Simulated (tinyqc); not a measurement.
Plane-wave Kohn-Sham cycle with exchange-only LDA in a layered model solid, step by step. Computed by tinyqc, a small Python program that keeps every step. Settings: points = 16, plane-wave index or count = 2, electrons = 4, k points = 1, area = 11.0, mixing = 0.5, iteration cap = 50, Kerker q0 = 0.74. Command: `OMP_NUM_THREADS=1 python tinyqc.py 26140 26141 out.jsonl` (the two numbers bound the seeds that draw the settings). One thread of a shared host (Intel(R) Xeon(R) Processor @ 2.60GHz), about 0.01 s of CPU time with the checks.

A solid whose potential varies along x alone (atomic units):

| parameter | value |
|---|---|
| period a | 11.900000 |
| cross-section of the cell | 11.000000 |
| electrons per cell | 4 |
| grid points | 16 |
| plane waves -n..n, n | 2 |
| k points | 1 |
| V1 in V1 cos(2 pi x/a) | -0.470000 |

Stop when sqrt(dV sum R^2) is below 1e-8, dV = a A/N.

Course of the cycle:

| iteration | E (hartree) | norm of the residual |
|---|---|---|
| 1 | -1.4498492 | 2.97e-01 |
| 2 | -0.9562878 | 1.89e-01 |
| 3 | -0.8010447 | 1.66e-01 |
| 4 | -0.8608830 | 1.60e-01 |
| 5 | -0.8064574 | 1.62e-01 |
| 6 | -0.8559534 | 1.61e-01 |
| 7 | -0.8062043 | 1.61e-01 |
| 8 | -0.8561453 | 1.61e-01 |
| 9 | -0.8063007 | 1.61e-01 |
| 10 | -0.8561032 | 1.61e-01 |
| 11 | -0.8063279 | 1.61e-01 |
| ... | ... | ... |
| 40 | -0.8560852 | 1.61e-01 |
| 41 | -0.8063463 | 1.61e-01 |
| 42 | -0.8560852 | 1.61e-01 |
| 43 | -0.8063463 | 1.61e-01 |
| 44 | -0.8560852 | 1.61e-01 |
| 45 | -0.8063463 | 1.61e-01 |
| 46 | -0.8560852 | 1.61e-01 |
| 47 | -0.8063463 | 1.61e-01 |
| 48 | -0.8560852 | 1.61e-01 |
| 49 | -0.8063463 | 1.61e-01 |
| 50 | -0.8560852 | 1.61e-01 |

Can the last value be used, and what does the course show?

Not by the stop rule. Not converged within 50 iterations: the residual has stopped falling: the iteration swings between two states. Reruns (cap 100 unless said): mixing 0.1: not converged; mixing 0.5, Kerker q0 1.0: not converged; mixing 0.3, Pulay depth 5: not converged; the original settings with a cap of 400: not converged.
